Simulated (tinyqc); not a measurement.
Worked calculation: tight binding, honeycomb lattice. Computed by tinyqc, a small Python program that keeps every step. Settings: t1 = 0.94, t2 = 0, phi = 0, delta = 0.4, points = 6. Command: `OMP_NUM_THREADS=1 python tinyqc.py 23255 23256 out.jsonl` (the two numbers bound the seeds that draw the settings). One thread of a shared host (Intel(R) Xeon(R) Processor @ 2.60GHz), about 0.01 s of CPU time with the checks.

## Bloch Hamiltonian at k

Parameters chosen for this model:
```
parameter     value                        unit
t1         0.940000                 eV, nearest
t2                0       eV, second neighbours
phi               0  rad, phase of t2 (Haldane)
delta      0.400000          eV, +/- on A and B
```

k point k (fractions of the reciprocal vectors): -0.1800  0.2000

H_AB = -t1 (1 + exp(-i k.a1) + exp(-i k.a2)); H_AA = delta - 2 t2 sum cos(k.b + phi), H_BB = -delta - 2 t2 sum cos(k.b - phi), b = a1, a2 - a1, -a2.

H(k) at k (eV):
```
                 A                B
A           0.4000  -1.6307+0.0435i
B  -1.6307-0.0435i          -0.4000
```

## Levels at k

Diagonalise the Hermitian matrix.

eigenvalues (eV): -1.6796  1.6796

weights |c|^2 of the basis functions:
```
   band 1  band 2
A  0.3809  0.6191
B  0.6191  0.3809
```

## Bloch Hamiltonian at K

k point K (fractions of the reciprocal vectors): 0.3333  0.6667

As before.

H(k) at K (eV):
```
        A        B
A  0.4000   0.0000
B  0.0000  -0.4000
```

## Levels at K

As before.

eigenvalues (eV): -0.4000  0.4000

weights |c|^2 of the basis functions:
```
   band 1  band 2
A  0.0000  1.0000
B  1.0000  0.0000
```

## Bands along a path

The same steps at evenly spaced points between the labelled ones.

Bands along the path (eV):
```
k           band 1  band 2
G          -2.8482  2.8482
G-K 0.25   -2.5991  2.5991
G-K 0.50   -1.9221  1.9221
G-K 0.75   -1.0216  1.0216
K          -0.4000  0.4000
K-M 0.25   -0.5582  0.5582
K-M 0.50   -0.7959  0.7959
K-M 0.75   -0.9629  0.9629
M          -1.0216  1.0216
M-K' 0.25  -0.9629  0.9629
M-K' 0.50  -0.7959  0.7959
M-K' 0.75  -0.5582  0.5582
K'         -0.4000  0.4000
```

With 1 band(s) filled, the highest filled level on these points lies at K and the lowest empty one at K: a gap of 0.8000 eV, direct.

## Chern number of the lower band

On a 6 x 6 mesh, the phase of the product of overlaps around each plaquette (k1 then k2); the sum over 2 pi is an integer.

plaquette phases (rad):
```
         1        2        3        4        5        6
1   0.0000  -0.0173  -0.0778   0.0000   0.0349   0.0114
2   0.0173   0.0000  -0.0778  -0.6025   0.0000   0.0349
3   0.0778   0.0778   0.0000  -0.6025  -0.6025   0.0000
4   0.0000   0.6025   0.6025   0.0000  -0.0778  -0.0778
5  -0.0349   0.0000   0.6025   0.0778   0.0000  -0.0173
6  -0.0114  -0.0349   0.0000   0.0778   0.0173   0.0000
```

Chern number = 0.0000
